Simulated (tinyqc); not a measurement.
From rigid to soft shells: rigid-ion and shell models of the dielectric response of an ionic crystal. Computed by tinyqc, a small Python program. Command: `OMP_NUM_THREADS=1 python tinyqc.py 3019078 3019079 out.jsonl shell walk`. One thread of a shared host (Intel(R) Xeon(R) Processor @ 2.30GHz), about 0.01 s of CPU time with the checks.

Charges +Z and -Z; 6 nearest neighbours, Madelung constant M = 1.747565, volume per ion pair Omega = 2.000000 d^3. Energy per pair U = -M Z^2 e2/d + 6 A exp(-d/rho), e2 = e^2/(4 pi eps_0). In the shell model the anion is a core of charge Y - Z and a massless shell of charge -Y, joined by the spring k; the repulsion acts on the shell. Each ion feels the Lorentz field E + (4 pi/3) P (Gaussian units).

Inputs (values chosen for the exercise, for a model crystal):
```
quantity                       value           unit
nearest-neighbour distance d    3.11       angstrom
ionic charge Z                     1              e
hardness d/rho                  7.65              -
cation mass                     61.9              u
anion mass                        16              u
shell charge size Y              3.1              e
core-shell spring k             38.7  eV/angstrom^2
cation polarisability alpha_+      1     angstrom^3
```

Structure: rock salt.

Constants: e^2/(4 pi eps_0) = 14.39964548 eV angstrom; 1 eV/angstrom^3 = 160.2176634 GPa; nu for 1 eV/(angstrom^2 u) = 15.6333042 THz; 1 THz = 33.35640952 1/cm.

Method:
- Zero pressure fixes 6 A exp(-d/rho) = M Z^2 e2 rho/d^2. Then U = -(M Z^2 e2/d)(1 - rho/d), B = M Z^2 e2 (d/rho - 2)/(9 Omega d), and the spring of one sublattice against the other is R = (1/3) x (Laplacian of the repulsion summed over neighbours) = M Z^2 e2 (d/rho - 2)/(3 d^3), so R = 3 B Omega/d^2.
- With C = 4 pi Z^2 e2/(3 Omega): mu lambda_TO = R - C, mu lambda_LO = R + 2 C; eps_inf = 1 and eps_s = lambda_LO/lambda_TO.
- lambda in eV/(angstrom^2 u) gives the wavenumber 15.6333042 x 33.35640952 x sqrt(lambda); mu is the reduced mass.
- Eliminating the shell gives the anion polarisability alpha_- = Y^2 e2/(k + R), the Szigeti charge Z_S = Z - Y R/(k + R) and the softened spring R' = k R/(k + R). With b = 4 pi (alpha_+ + alpha_-)/(3 Omega): eps_inf = (1 + 2b)/(1 - b) (Clausius-Mossotti); Born charge Z* = Z_S (eps_inf + 2)/3.
- mu lambda_TO = R' - (4 pi e2/(3 Omega)) Z_S^2/(1 - b); mu lambda_LO = mu lambda_TO + 4 pi e2 Z*^2/(eps_inf Omega); eps_s = eps_inf lambda_LO/lambda_TO.

repulsive spring R = 1.57555 eV/angstrom^2

volume Omega = 60.1605 angstrom^3

omega_LO, rigid ions = 276.746 1/cm

Response against the core-shell spring:
```
k (eV/angstrom^2)  eps_inf      Z_S      Z*  omega_TO (1/cm)  omega_LO (1/cm)   eps_s
31                  2.7274  0.85007  1.3395            87.47           223.55  17.816
39                  2.3295  0.87963  1.2695            91.89           230.11  14.607
50                  2.0346  0.90530  1.2175            95.04           236.44  12.592
70                  1.7700  0.93176  1.1709            97.78           243.71  10.995
100                 1.5906  0.95192  1.1393            99.59           249.84  10.009
150                 1.4610  0.96778  1.1165           100.89           255.09   9.340
310                 1.3354  0.98432  1.0944           102.12           261.01   8.724
1200                1.2525  0.99594  1.0798           102.93           265.48   8.333
```

From the stiffest to the softest shell eps_inf rises from 1.25 to 2.73 and Z_S falls from 1.00 to 0.85; omega_LO moves by -16 % and omega_TO by -15.0 %. Screening by eps_inf cuts the LO frequency, which rigid ions overstate (rigid ions: 277 per cm); eps_s goes from 8.33 to 17.82.
